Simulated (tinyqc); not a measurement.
States in the gap of a film: thin (001) film in sp3s* tight binding with raised dangling bonds.

Planes alternate anion (a), cation (c) along [001], a/4 apart, starting with an anion; zero in-plane momentum; levels counted from the bulk Ev, the lower root of [[Epa, Vxx], [Vxx, Epc]]; no spin-orbit coupling. Block of s, pz, s*: from an anion to the cation above, Vss/2 (s,s), Vsapc/2 (s,z), -Vscpa/2 (z,s), Vxx/2 (z,z), Vxapc/2 (s*,z), -Vpaxc/2 (z,s*); to the cation below the same with the s-z and s*-z signs reversed. Block of u = (px + py)/sqrt2 and v = (px - py)/sqrt2: to the cation above (Vxx + Vxy)/2 for u and (Vxx - Vxy)/2 for v, to the cation below the reverse. Each surface atom has two dangling sp3 hybrids; raising both by dl adds (dl/2) [[1, t], [t, 1]] to its s, pz levels (t = -1 at the bottom face, +1 at the top) and dl to the one of u, v in whose plane the missing bonds lie (v for a bottom anion or a top cation, u for a top anion).

Inputs chosen for the exercise (out of a larger set: near a published set for GaAs, fitted to gaps, whose masses and valley positions are rough; not measured data): p = (-8.335, 1.039, -2.676, 3.693, 8.608, 6.717, -6.488, 1.969, 5.042, 4.472, 5.761, 4.832, 4.777) eV (order Esa, Epa, Esc, Epc, Exa, Exc, Vss, Vxx, Vxy, Vsapc, Vscpa, Vxapc, Vpaxc); Nw = 31 (planes in the thicker film).

edges (eV): Gamma 1.58107, Delta 2.06332

Levels between 0 and the lower bulk edge, the largest weight on the two outer planes of both faces among them, and the nearest levels outside, for several shifts dl.

Film of Nw planes:

| dl (eV) | levels in the gap | at (eV) | surface weight | next above (eV) | next below (eV) |
|---|---|---|---|---|---|
| 0 | 3 | 0.071, 1.047, 1.047 | 0.81 | 1.7166 | -0.0432 |
| 1 | 2 | 0.152, 0.227 | 0.42 | 1.7272 | -0.0418 |
| 2 | 2 | 0.429, 0.472 | 0.48 | 1.7420 | -0.0412 |
| 3 | 2 | 0.740, 0.771 | 0.50 | 1.7629 | -0.0408 |
| 5 | 2 | 1.258, 1.305 | 0.44 | 1.8331 | -0.0404 |
| 10 | 1 | 1.581 | 0.13 | 1.7228 | -0.0400 |
| 30 | 0 | - | - | 1.6427 | -0.0396 |
| 100 | 0 | - | - | 1.6537 | -0.0395 |

Can the levels of the bare film be read as confined subbands?

No: with bare surfaces (dl = 0) 3 levels lie in the bulk gap, with up to 81 % of the weight on the four outer planes, two a face, where an even spread gives 13 %; these are dangling-bond states, not subbands. The reruns show the bulk gap clear from dl = 30 eV on, and at dl = 30 eV the next level above lies -10.9 meV from its value at 100 eV.

tinyqc: `OMP_NUM_THREADS=1 python tinyqc.py 1482451 1482452 out.jsonl`; about 0.4 s, one thread, shared Intel(R) Xeon(R) Processor @ 2.30GHz.
